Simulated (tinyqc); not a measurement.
Leakage against temperature: trap-assisted generation and recombination current of an abrupt junction. Computed by tinyqc, a small Python program. Command: `OMP_NUM_THREADS=1 python tinyqc.py 3020032 3020033 out.jsonl junctionleak walk`. One thread of a shared host (Intel(R) Xeon(R) Processor @ 2.30GHz), about 0.01 s of CPU time with the checks.

Depletion approximation, flat quasi-Fermi levels across the depleted layer, long neutral regions with minority lifetimes tau_n and tau_p, full ionisation and Boltzmann statistics. Voltages in exponents stand for e V.

Inputs (values chosen for the exercise, with bands and screening modelled on GaAs):
```
quantity                              value    unit
gap E_g                                1.43      eV
electron mass m_e                    0.0646     m_0
valleys M_c                               1       -
hole mass m_h                         0.526     m_0
dielectric constant eps                12.7       -
acceptor density N_A                1.1e+15   cm^-3
donor density N_D                   4.9e+18   cm^-3
capture time tau_n                  5.6e-09       s
capture time tau_p                  1.9e-08       s
trap level E_t - E_i                 -0.085      eV
electron diffusion coefficient D_n      5.2  cm^2/s
hole diffusion coefficient D_p          1.8  cm^2/s
reverse bias V_r                        2.4       V
temperature T                           300       K
tunnelling mass m_t                     0.2     m_0
```

Field enhancement: Hurkx tunnelling factor.

Constants: k_B = 8.617333262e-05 eV/K; m_0 = 9.1093837015e-31 kg; k_B = 1.380649e-23 J/K; h = 6.62607015e-34 J s; e = 1.602176634e-19 C; eps_0 = 8.8541878128e-12 F/m; hbar = 1.054571817e-34 J s.

Method:
- N_c = 2 M_c (2 pi m_e k_B T/h^2)^(3/2) and N_v = 2 (2 pi m_h k_B T/h^2)^(3/2), masses in units of m_0.
- n_i = sqrt(N_c N_v) exp(-E_g/2 k_B T); V_bi = (k_B T/e) ln(N_A N_D/n_i^2); diffusion saturation current J_d0 = e n_i^2 [sqrt(D_n/tau_n)/N_A + sqrt(D_p/tau_p)/N_D].
- W = sqrt(2 eps eps_0 (V_bi - V)(1/N_A + 1/N_D)/e), x_p = W N_D/(N_A + N_D), x_n = W - x_p, peak field F_m = 2 (V_bi - V)/W; reverse bias means V = -V_r.
- Both capture times are divided by 1 + Gamma, Gamma = 2 sqrt(3 pi) (F/F_G) exp((F/F_G)^2), F_G = sqrt(24 m_t (k_B T)^3)/(e hbar) (the low-field Hurkx form), F being the local field, linear in x from 0 at the edges to F_m.
- Potential from the p edge: phi = (V_bi - V) x^2/(x_p W) on the p side and (V_bi - V)[1 - (W - x)^2/(x_n W)] on the n side; p = N_A exp(-phi/k_B T), n = n_i^2 exp(V/k_B T)/p; U = (n p - n_i^2)/[tau_p (n + n_i exp(dE/k_B T)) + tau_n (p + n_i exp(-dE/k_B T))], dE = E_t - E_i, n1 = n_i exp(dE/k_B T), p1 = n_i exp(-dE/k_B T); J_t = e int U dx by the trapezoid rule on 400 intervals on each side.
- The gap, capture times and diffusion coefficients are held fixed. J_g = -J_t at V = -V_r. The last column is -k_B d ln(J_g + J_d0)/d(1/T) from this row and the one above.

peak field F_m = 33865.1 V/cm

Reverse current:
```
T (K)  generation (A/cm^2)  diffusion (A/cm^2)  activation energy (eV)
240             1.1931e-13          8.3911e-24                       -
270             9.8912e-12          2.5930e-20                 0.82227
300             3.4507e-10          1.6607e-17                 0.82646
340             1.5160e-08          1.6203e-14                 0.83121
380             3.0617e-07          3.8524e-12                 0.83655
420             3.5409e-06          3.3294e-10                 0.84173
480             6.6221e-05          6.9382e-08                 0.84823
```

What does the comparison show, and why?

The activation energy goes from 0.822 to 0.848 eV. Generation alone gives about E_g/2 + dE if tau_p exp(dE/k_B T) exceeds tau_n exp(-dE/k_B T), else E_g/2 - dE, here 0.800 eV, plus 1.5 k_B T, less where tunnelling helps, and diffusion E_g = 1.43 eV plus 3 k_B T; generation rules in every row. Caution: one side is doped near or above its effective density of states, so Boltzmann statistics understate V_bi.

Extremes, crossings and ranges named in words are read from the listed rows.
